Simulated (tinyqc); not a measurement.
Three-phonon processes in a diatomic chain: dispersion, energy and momentum conservation, and decay channels of optical phonons: one step, computed by the program tinyqc.

Cell length a, two atoms, one spring constant. x = q a/pi runs from -1 to 1; A and O are the acoustic and optical branches. Matrix elements are not computed: only conservation laws and occupation factors are followed.

Problem. Dispersion. omega^2 = k (1/m + 1/M) -/+ k sqrt((1/m + 1/M)^2 - 4 sin^2(pi x/2)/(m M)); nu = 15.6333042 THz x sqrt(omega^2) for eV/(angstrom^2 u).

Inputs (values chosen for the exercise, for a model chain): light mass m = 31 u; heavy mass M = 134 u; spring constant k = 9.7 eV/angstrom^2.

Constants: nu for 1 eV/(angstrom^2 u) = 15.6333042 THz.

Give: the table «Branches» with the columns nu_A (THz), nu_O (THz), for x = 0.10, 0.20, 0.35, 0.50, 0.65, 0.80, 0.90, 1.00.

Solution.

Branches:

| x | nu_A (THz) | nu_O (THz) |
|---|---|---|
| 0.10 | 0.8402 | 13.698 |
| 0.20 | 1.6689 | 13.622 |
| 0.35 | 2.8639 | 13.421 |
| 0.50 | 3.9588 | 13.140 |
| 0.65 | 4.8920 | 12.822 |
| 0.80 | 5.5804 | 12.538 |
| 0.90 | 5.8538 | 12.412 |
| 1.00 | 5.9484 | 12.367 |
